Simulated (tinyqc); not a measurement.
# Resistance of a tapered via with liner, size effect and interface: several studies

A round via whose diameter grows from db at the bottom as D(z) = db + 2 z/tan(ang). The fill, of diameter D - 2 tl, starts above the bottom liner (thickness fb tl) and has rho = rho0 (1 + ks lam/(D - 2 tl)); the sidewall liner conducts in parallel with it. The bottom liner and the interface are crossed over the full area pi db^2/4. Spreading in the lines above and below is left out.

Parameters, values chosen for the exercise; fill metal close to copper: diameter at the bottom db = 20 nm; height hv = 26 nm; sidewall angle ang = 85 degrees; bulk resistivity of the fill rho0 = 1.65 uohm cm; mean free path of the fill lam = 38.8 nm; size-effect factor ks = 1.5; liner on the sidewall tl = 1.8 nm; liner at the bottom over that on the sidewall fb = 1; resistivity of the liner rl = 430 uohm cm; interface resistivity at the bottom ri = 2.5e-12 ohm cm^2; ballistic conductance per area, about 3/(4 rho0 lam) Sb = 1.1e15 S/m^2; bulk resistivity of the second fill (close to ruthenium) rho2 = 7.93 uohm cm; its mean free path lam2 = 6.71 nm; its liner tl2 = 0.3 nm.

Each table varies one quantity; the others keep the values above.

## Via resistance against the diameter at the bottom

Slices between z0 = fb tl and hv, evaluated at their midpoints: conductance per length pi/4 [(D - 2 tl)^2/rho + (D^2 - (D - 2 tl)^2)/rl], slice resistance = slice height over that. 2000 slices. R_fill = sum of the slices; R_bottom = rl fb tl/(pi db^2/4); R_interface = ri/(pi db^2/4); ballistic (Sharvin) limit 1/(Sb pi (db - 2 tl)^2/4); ideal cylinder rho0 hv/(pi db^2/4).

Via resistance against the diameter at the bottom:
columns A: db (nm); B: R_fill (ohm); C: R_bottom (ohm); D: R_interface (ohm); E: R (ohm); F: ballistic limit (ohm); G: R over ideal cylinder; H: largest part
```
A         B      C        D      E       F      G             H
6     358.5  273.7    8.842  641.1   201.0  42.25          fill
8.3   103.0  143.1    4.621  250.7   52.40  31.61  bottom liner
11    38.72  81.45    2.631  122.8   21.14  27.20  bottom liner
16    11.68  38.50    1.243  51.42   7.528  24.10  bottom liner
22    4.500  20.36   0.6577  25.52   3.419  22.61  bottom liner
30    1.857  10.95   0.3537  13.16   1.661  21.68  bottom liner
42   0.7415  5.587   0.1804  6.509  0.7850  21.02  bottom liner
58   0.3189  2.930  0.09462  3.343  0.3911  20.59  bottom liner
80   0.1423  1.540  0.04974  1.732  0.1983  20.29  bottom liner
```

What does the comparison show?

R falls from 641 to 1.73 ohm. The fill is the largest part at db = 6, the bottom liner from 8.3 on. R goes as db^(-2.89) between the first two rows and db^(-2.05) between the last two; area alone gives -2. In every row the ballistic limit exceeds half of R_fill, so the diffusive model understates R.

## Via resistance against the height

Same model as above.

2000 slices.

The same in every row: R_bottom (ohm) = 24.64; R_interface (ohm) = 0.7958; ballistic limit (ohm) = 4.304.

Results:
```
hv (nm)  R_fill (ohm)  R (ohm)  R over ideal cylinder  largest part
12              2.967    28.40                  45.06  bottom liner
17              4.154    29.59                  33.14  bottom liner
36              7.570    33.00                  17.45  bottom liner
53              9.654    35.09                  12.60  bottom liner
76              11.62    37.05                  9.283  bottom liner
110             13.50    38.94                  6.739  bottom liner
160             15.14    40.57                  4.828  bottom liner
```

Estimate the missing row, hv = 25 nm.

Computed row:
```
hv (nm)  R_fill (ohm)  R (ohm)  R over ideal cylinder  largest part
25              5.774    31.21                  23.77  bottom liner
```

With this row back in the table: R rises from 28.4 to 40.6 ohm. The bottom liner is the largest part at hv = 12 and in all other rows. The share of the two bottom terms goes from 89.6 to 62.7 %. For hv = 12, 17, 25, 36 the ballistic limit exceeds half of R_fill, so the diffusive model understates R.

## Two fill metals against the diameter

2000 slices. R_fill = sum of the slices; R_bottom = rl fb tl/(pi db^2/4); R_interface = ri/(pi db^2/4). The second fill has rho2, lam2 and tl2 in place of rho0, lam and tl.

Two fill metals against the diameter:
```
db (nm)  R, first fill (ohm)  R, second fill (ohm)  ratio second/first
6                      641.1                 169.7              0.2647
8.5                    235.3                 80.27              0.3411
12                     99.70                 38.47              0.3859
17                     44.90                 18.40              0.4098
24                     21.16                 8.918              0.4215
35                     9.518                 4.065              0.4271
49                     4.730                 2.029              0.4288
70                     2.274                0.9762              0.4292
100                    1.100                0.4719              0.4290
```

The ratio goes from 0.265 to 0.429. The second fill gives the lower R in every row.

Computed by the program tinyqc: `OMP_NUM_THREADS=1 python tinyqc.py 2750071 2750072 out.jsonl`, one thread of a shared Intel Xeon 2.30GHz, about 0.01 s for the whole run.
